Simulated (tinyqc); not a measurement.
# Worked calculation: surface potential of a MOS transistor: implicit equation and explicit approximations

Numbers from tinyqc (`OMP_NUM_THREADS=1 python tinyqc.py 2122218 2122219 out.jsonl`; about 0.01 s on one thread of a shared Intel Xeon 2.30GHz). Printed values are rounded.

p-type body, charge-sheet picture, depletion and inversion only, full ionisation (an idealisation for deep acceptors), Boltzmann statistics (rough once Na exp(x - xn) passes about Nc/7). In units of Vt: xg = (Vg - Vfb)/Vt, x = psi/Vt, G = gamma/sqrt(Vt), xn = (2 phiF + Vc)/Vt. The implicit equation is (xg - x)^2 = G^2 [x - 1 + exp(x - xn)] for x above about 3. Cox = eps0 eox/tox.

Values chosen for this exercise; band and dielectric values close to those of silicon:
- T = 250 K (temperature)
- Eg = 1.13 eV (band gap)
- eps_r = 11.6 (relative permittivity)
- Nc = 2.15e19 cm^-3 (conduction-band density of states at T)
- Nv = 1.99e19 cm^-3 (valence-band density of states at T)
- eox = 3.9 (relative permittivity of the gate insulator (close to silicon dioxide))
- tox = 3.6 nm (insulator thickness)
- Na = 1.7e17 cm^-3 (acceptor density)
- Vfb = -0.72 V (flat-band voltage)
- Vc = 0 V (channel-body voltage)
- Vg = 0.25 V (gate-body voltage)

Constants: q = 1.602176634e-19 C, kB = 1.380649e-23 J/K, Vt = kB T/q, eps0 = 8.8541878128e-14 F/cm where lengths are in cm. Results are converted to the units shown.

## Scales

ni = sqrt(Nc Nv) exp(-Eg/(2 Vt)), Eg in volts; phiF = Vt ln(Na/ni); gamma = sqrt(2 q eps0 eps_r Na)/Cox; VT = Vfb + Vt (xn + G sqrt(xn - 1)).

phiF = 0.461563 V
gamma = 0.246597 V^0.5
G = 1.68008
xn = 42.8497
VT = 0.437274 V
xg = 45.0255

## Explicit approximation

Depletion value a = 1 + [sqrt(G^2/4 + xg - 1) - G/2]^2; inversion value b = xn + ln[(xg - xn)^2/G^2 - xn + 1] and first guess y = min(a, b) - ln(1 + exp(-|a - b|)) if a > xn + 1, else b = y = a; one second-order correction with D = exp(y - xn), p = 2 (xg - y) + G^2 (1 + D), w = (xg - y)^2 - G^2 (y - 1 + D): z = y + 2 w/(p + sqrt(p^2 - 2 (2 - G^2 D) w)), or the Newton step z = y + w/p where the root is not real.

a = 35.2002
b = 35.2002
y = 35.2002
p = 22.4746
w = -0.00134440
z = 35.2002

The root of the implicit equation is x = 35.2002; y misses it by 6.0e-5 and z by 0, in units of Vt.

## Starting value

x = a rounded to two decimals.

x at the start = 35.2

## Iteration 1: new x

D = exp(x - xn), f = (xg - x)^2 - G^2 (x - 1 + D), f' = -2 (xg - x) - G^2 (1 + D), x(new) = x - f/f'.

D = 4.76170e-4
f = 0.00408720
f' = -22.4751
x after iteration 1 = 35.2002

## Iteration 2: new x

As before.

D = 4.76257e-4
f = 3.30489e-8
f' = -22.4747
x after iteration 2 = 35.2002

## Course of the iteration

Stop when the step is below 1e-11, or after 60 iterations.

Course of the iteration:
```
iteration  x before the step     step
1                       35.2  1.82e-4
2                    35.2002  1.47e-9
3                    35.2002        0
```

Converged in 3 iterations.

## Potential, charges and gate control

converged x = 35.2002

psi = Vt x; N_dep = Cox Vt G sqrt(x - 1)/q; N_inv = (Cox Vt G/q) [sqrt(x - 1 + exp(x - xn)) - sqrt(x - 1)]; dpsi/dVg = 1/[1 + G^2 (1 + exp(x - xn))/(2 (xg - x))].

psi = 0.758329 V
N_dep = 1.26724e12 cm^-2
N_inv = 8.8235e6 cm^-2
dpsi/dVg = 0.874347

psi lies 7.6 Vt below 2 phiF + Vc.
